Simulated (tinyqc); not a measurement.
Hueckel theory of the pi electrons with the omega technique, for the molecule BC1=CC=CC(=C)C=C1 (SMILES; centres numbered as the heavy atoms are written), step by step. One step of it, computed by the program tinyqc.

Question. Omega technique, round 2. h_r = h_r(0) + omega q_r, omega = 1, with q_r = z_r - P_rr; 0.7 of the old diagonal is kept.

Hueckel matrix in units of beta (H = alpha + beta A):
```
           1B        2C        3C        4C        5C        6C        7C        8C
1B  -1.000000  0.700000  0.000000  0.000000  0.000000  0.000000  0.000000  0.000000
2C   0.700000  0.000000  1.000000  0.000000  0.000000  0.000000  0.000000  0.000000
3C   0.000000  1.000000  0.000000  1.000000  0.000000  0.000000  0.000000  0.000000
4C   0.000000  0.000000  1.000000  0.000000  1.000000  0.000000  0.000000  0.000000
5C   0.000000  0.000000  0.000000  1.000000  0.000000  1.000000  0.000000  0.000000
6C   0.000000  0.000000  0.000000  0.000000  1.000000  0.000000  1.000000  1.000000
7C   0.000000  0.000000  0.000000  0.000000  0.000000  1.000000  0.000000  0.000000
8C   0.000000  0.000000  0.000000  0.000000  0.000000  1.000000  0.000000  0.000000
9C   0.000000  1.000000  0.000000  0.000000  0.000000  0.000000  0.000000  1.000000

          9C
1B  0.000000
2C  1.000000
3C  0.000000
4C  0.000000
5C  0.000000
6C  0.000000
7C  0.000000
8C  1.000000
9C  0.000000
```

charge and bond-order matrix P:
```
           1B         2C         3C         4C         5C         6C         7C         8C
1B   0.112206   0.316591   0.218933  -0.055080  -0.150686  -0.001597   0.165734  -0.059593
2C   0.316591   1.008965   0.710458   0.015534  -0.311985  -0.066011   0.224593   0.027506
3C   0.218933   0.710458   0.884108   0.537700   0.128430  -0.085011   0.138093  -0.318617
4C  -0.055080   0.015534   0.537700   0.977942   0.764172   0.016951  -0.326016  -0.080551
5C  -0.150686  -0.311985   0.128430   0.764172   0.890564   0.442612  -0.093952   0.234918
6C  -0.001597  -0.066011  -0.085011   0.016951   0.442612   1.000511   0.779427   0.429031
7C   0.165734   0.224593   0.138093  -0.326016  -0.093952   0.779427   1.197952  -0.168304
8C  -0.059593   0.027506  -0.318617  -0.080551   0.234918   0.429031  -0.168304   0.960359
9C   0.083056   0.491738   0.021368  -0.100473  -0.087237   0.025418  -0.335990   0.786470

           9C
1B   0.083056
2C   0.491738
3C   0.021368
4C  -0.100473
5C  -0.087237
6C   0.025418
7C  -0.335990
8C   0.786470
9C   0.967393
```

Centres:

| centre | z_r, pi electrons of the neutral centre | h |
|---|---|---|
| 1B | 0 | -1.000000 |
| 2C | 1 | 0.000000 |
| 3C | 1 | 0.000000 |
| 4C | 1 | 0.000000 |
| 5C | 1 | 0.000000 |
| 6C | 1 | 0.000000 |
| 7C | 1 | 0.000000 |
| 8C | 1 | 0.000000 |
| 9C | 1 | 0.000000 |

Give: matrix after round 2.

Answer.

matrix after round 2:
```
        1B      2C     3C     4C     5C     6C      7C     8C
1B  -1.058   0.700  0.000  0.000  0.000  0.000   0.000  0.000
2C   0.700  -0.007  1.000  0.000  0.000  0.000   0.000  0.000
3C   0.000   1.000  0.064  1.000  0.000  0.000   0.000  0.000
4C   0.000   0.000  1.000  0.011  1.000  0.000   0.000  0.000
5C   0.000   0.000  0.000  1.000  0.060  1.000   0.000  0.000
6C   0.000   0.000  0.000  0.000  1.000  0.004   1.000  1.000
7C   0.000   0.000  0.000  0.000  0.000  1.000  -0.113  0.000
8C   0.000   0.000  0.000  0.000  0.000  1.000   0.000  0.018
9C   0.000   1.000  0.000  0.000  0.000  0.000   0.000  1.000

       9C
1B  0.000
2C  1.000
3C  0.000
4C  0.000
5C  0.000
6C  0.000
7C  0.000
8C  1.000
9C  0.020
```
